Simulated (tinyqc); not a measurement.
Gate length: charge control and current of a heterostructure field-effect transistor. Computed by tinyqc, a small Python program. Command: `OMP_NUM_THREADS=1 python tinyqc.py 3019194 3019195 out.jsonl hemt walk`. One thread of a shared host (Intel(R) Xeon(R) Processor @ 2.30GHz), about 0.01 s of CPU time with the checks.

Two subbands in a triangular well; E_F is counted from the conduction band edge of the channel at the interface.

Inputs (values chosen for the exercise, modelled on AlGaN/GaN):
```
quantity,value,unit
channel mass m,0.2,m_0
permittivity eps (barrier and channel),9.4,-
barrier thickness d,21,nm
Schottky barrier phi_B,1.1,eV
conduction band offset dE_c,0.31,eV
polarisation charge sigma/e,1.2e+13,1/cm^2
gate voltage V_G,0,V
mobility mu,1400,cm^2/(V s)
saturation velocity v_s,1.3,1e7 cm/s
gate length L,1400,nm
source resistance R_S,0,ohm mm
temperature T,300,K
mixing,0.3,-
iteration cap,200,-
```

Charge source: polarisation. Velocity law: two-piece.

Constants: e = 1.602176634e-19 C; eps_0 = 8.8541878128e-12 F/m; k_B = 8.617333262e-05 eV/K; hbar = 1.054571817e-34 J s; m_0 = 9.1093837015e-31 kg; k_B = 1.380649e-23 J/K.

Method:
- Threshold V_T = phi_B - dE_c - sigma d/(eps eps_0) (in volts); C_b = eps eps_0/d.
- Charge control: n_s = C_b (V_G - V_T - E_F/e)/e. Well: mean field F = e n_s/(2 eps eps_0), E_i = (hbar^2/2m)^(1/3) [(3 pi e F/2)(i + 3/4)]^(2/3), i = 0, 1; n_s = D k_B T sum_i ln(1 + exp((E_F - E_i)/k_B T)), D = m/(pi hbar^2), which is solved in closed form for E_F.
- Iteration from n_s = C_b (V_G - V_T)/(2e): E_F from n_s, n_out from the charge control, n_new = n_s + mixing (n_out - n_s), kept above n_s/10; stop when |n_out/n_s - 1| < 1e-9.
- C_g = e dn_s/dV_G = 1/(1/C_b + 1/C_q), 1/C_q = d(E_F/e)/d(e n_s) by a central difference of +/- 0.1 % in n_s; added distance dd = eps eps_0/C_q.
- With V = e n_s/C_g and V_c = v_s L/mu: for v = mu F up to v_s, I/W = C_g v_s V_c (sqrt(1 + (V/V_c)^2) - 1) and V_Dsat = V + V_c - sqrt(V^2 + V_c^2); g_m = dI/dV; extrinsic g_m/(1 + g_m R_S); f_T = g_m/(2 pi C_g L).

sheet density n_s = 9.12576e+12 1/cm^2

gate capacitance C_g = 0.367688 microfarad/cm^2

V = 3.97650 V

Scaling; the last columns are v_s/(2 pi L) and mu V/(2 pi L^2):
```
L (nm),I/W (mA/mm),g_m (mS/mm),extrinsic g_m (mS/mm),f_T (GHz),velocity limit (GHz),mobility limit (GHz)
30,1887.5,477.98,477.98,689.65,689.67,9.8448e+04
60,1874.3,477.95,477.95,344.80,344.84,2.4612e+04
120,1848.2,477.81,477.81,172.35,172.42,6.1530e+03
250,1793.0,477.18,477.18,82.62,82.76,1.4176e+03
500,1691.7,474.77,474.77,41.10,41.38,3.5441e+02
1000,1508.0,465.47,465.47,20.15,20.69,8.8603e+01
2000,1210.1,433.09,433.09,9.37,10.35,2.2151e+01
5000,702.7,310.93,310.93,2.69,4.14,3.5441e+00
```

What follows from these numbers?

f_T scales as L^-1.00 at the short end and L^-1.36 at the long end; the two limits cross at L = mu V/v_s = 4280 nm. g_m tends to C_g v_s = 478 mS/mm. Fringe capacitances and short-channel effects, left out, lower f_T once L is below about ten barrier thicknesses. Caution: E_F lies above the conduction band minimum of the barrier, so electrons would spill into the barrier.

Extremes, crossings and ranges named in words are read from the listed rows.
